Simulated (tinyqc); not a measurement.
# Free and trapped electrons in a MOS channel with a dense trap tail: two studies

p-type body, charge-sheet picture, full ionisation (an idealisation for deep acceptors), Boltzmann statistics for free electrons. e = Ec - EF at the surface. Acceptor-like traps of density D(E) = D0 + De exp(-E/Ew) at depth E below Ec, from 0 to Eu, hold n_t = integral of D(E)/(1 + exp((e - E)/Vt)). psi = Eg - Vt ln(Nv/Na) - e; N_dep = sqrt(2 eps0 eps_r Na (psi - Vt)/q); n_f = sqrt(N_dep^2 + 2 eps0 eps_r Vt Nc exp(-e/Vt)/q) - N_dep; Vg = Vfb + psi + q (N_dep + n_t + n_f)/Cox, Cox = eps0 eox/tox.

Values chosen for this exercise; band and dielectric values close to those of 4H silicon carbide:

| symbol | value | unit | meaning |
|---|---|---|---|
| T | 300 | K | temperature |
| Eg | 3.25 | eV | band gap |
| eps_r | 9.52 |  | relative permittivity |
| Nc | 1.68e19 | cm^-3 | conduction-band density of states at T |
| Nv | 2.53e19 | cm^-3 | valence-band density of states at T |
| eox | 3.9 |  | relative permittivity of the insulator |
| tox | 63 | nm | insulator thickness |
| Na | 5.5e16 | cm^-3 | acceptor density |
| Vfb | -2.73 | V | flat-band voltage without trapped charge |
| D0 | 4.5e10 | cm^-2 eV^-1 | constant background density of acceptor-like traps |
| De | 6.9e12 | cm^-2 eV^-1 | density of the tail at the conduction edge |
| Ew | 0.12 | eV | decay energy of the tail |
| Eu | 0.73 | eV | depth below Ec down to which the traps reach |
| mf | 120 | cm^2/(V s) | mobility of free electrons |

Constants: q = 1.602176634e-19 C, kB = 1.380649e-23 J/K, Vt = kB T/q, eps0 = 8.8541878128e-14 F/cm where lengths are in cm. Results are converted to the units shown.

Each table varies one quantity; the others keep the values above.

## Free and trapped charge against gate voltage

Free share n_f/(n_f + n_t); swing ln 10 n_f/(dn_f/dVg); field-effect mobility mf q (dn_f/dVg)/Cox, for a constant mf; oxide field q (N_dep + n_t + n_f)/(eps0 eox).

Free and trapped charge against gate voltage:

| Vg (V) | e (eV) | n_f (cm^-2) | n_t (cm^-2) | free share (%) | swing (mV/decade) | field-effect mobility (cm^2/(V s)) | oxide field (MV/cm) |
|---|---|---|---|---|---|---|---|
| 3.8 | 0.3714 | 1.053e6 | 5.474e10 | 0.001923 | 167.2 | 0.005086 | 0.6048 |
| 5.1 | 0.1233 | 1.475e10 | 3.436e11 | 4.117 | 662.1 | 18.00 | 0.7717 |
| 6.4 | 0.05464 | 1.947e11 | 5.697e11 | 25.47 | 2126 | 73.96 | 0.9672 |
| 7.7 | 0.02648 | 5.175e11 | 6.759e11 | 43.37 | 4328 | 96.58 | 1.169 |
| 8.9 | 0.01046 | 8.651e11 | 7.299e11 | 54.24 | 6618 | 105.6 | 1.357 |
| 10.2 | -0.002225 | 1.267e12 | 7.658e11 | 62.32 | 9244 | 110.7 | 1.561 |
| 11.5 | -0.01219 | 1.683e12 | 7.890e11 | 68.08 | 1.197e4 | 113.6 | 1.766 |
| 12.8 | -0.02043 | 2.107e12 | 8.047e11 | 72.37 | 1.476e4 | 115.3 | 1.971 |
| 14.1 | -0.02747 | 2.537e12 | 8.157e11 | 75.67 | 1.759e4 | 116.5 | 2.176 |

Read the table: what changes, and by how much?

n_f reaches 1e11 cm^-2 at Vg = 5.90 V, against 4.43 V without traps. The free share rises from 0.00192 to 75.7 % and the field-effect mobility rises from 0.00509 to 116 cm^2/(V s), although mf = 120 is constant: in the last row 97.1 % of Cox dVg goes into free electrons. The swing in the first row is 167 mV a decade (Vt ln 10 = 59.5). For Vg = 7.7, 8.9, 10.2, 11.5, 12.8, 14.1 EF lies less than 2 Vt below the band edge, or above it, where degeneracy and confinement, left out, matter.

## Effect of the density of the tail at the conduction edge

VT is the Vg for n_f = 1e11 cm^-2; swing ln 10 n_f/(dn_f/dVg) at n_f = 1e8 cm^-2; the last three columns are for Vg = VT + 5 V, with free share n_f/(n_f + n_t) and field-effect mobility mf q (dn_f/dVg)/Cox; there EF is near the band edge, where Boltzmann statistics are rough.

Result of one run:

| De (cm^-2 eV^-1) | e at VT (eV) | VT (V) | q n_t/Cox at VT (V) | swing (mV/decade) | n_f (cm^-2) | free share (%) | field-effect mobility (cm^2/(V s)) |
|---|---|---|---|---|---|---|---|
| 2e13 | 0.07283 | 8.518 | 4.090 | 565.9 | 1.059e12 | 33.40 | 94.22 |

What becomes of these results when the density of the tail at the conduction edge De is changed from 2e13 to 2e14 cm^-2 eV^-1, all else the same?

Result of the changed run:

| De (cm^-2 eV^-1) | e at VT (eV) | VT (V) | q n_t/Cox at VT (V) | swing (mV/decade) | n_f (cm^-2) | free share (%) | field-effect mobility (cm^2/(V s)) |
|---|---|---|---|---|---|---|---|
| 2e14 | 0.07283 | 44.55 | 40.12 | 4687 | 1.755e11 | 1.130 | 6.604 |

The whole series:

| De (cm^-2 eV^-1) | e at VT (eV) | VT (V) | q n_t/Cox at VT (V) | swing (mV/decade) | n_f (cm^-2) | free share (%) | field-effect mobility (cm^2/(V s)) |
|---|---|---|---|---|---|---|---|
| 1e12 | 0.07283 | 4.714 | 0.2864 | 130.9 | 1.718e12 | 92.36 | 117.8 |
| 2e12 | 0.07283 | 4.915 | 0.4866 | 153.8 | 1.678e12 | 86.96 | 117.0 |
| 5e12 | 0.07283 | 5.515 | 1.087 | 222.5 | 1.560e12 | 73.02 | 114.4 |
| 1e13 | 0.07283 | 6.516 | 2.088 | 336.9 | 1.376e12 | 55.44 | 108.8 |
| 2e13 | 0.07283 | 8.518 | 4.090 | 565.9 | 1.059e12 | 33.40 | 94.22 |
| 4e13 | 0.07283 | 12.52 | 8.094 | 1024 | 6.453e11 | 14.18 | 60.83 |
| 9e13 | 0.07283 | 22.53 | 18.10 | 2169 | 3.034e11 | 3.798 | 21.04 |
| 2e14 | 0.07283 | 44.55 | 40.12 | 4687 | 1.755e11 | 1.130 | 6.604 |

As De goes from 1e12 to 2e14, VT rises from 4.71 to 44.6 V, its part due to traps rises from 0.286 to 40.1 V, the swing rises from 131 to 4690 mV/decade and the field-effect mobility falls from 118 to 6.60 cm^2/(V s).

Computed by the program tinyqc: `OMP_NUM_THREADS=1 python tinyqc.py 2222236 2222237 out.jsonl`, one thread of a shared Intel Xeon 2.30GHz, about 0.02 s for the whole run.
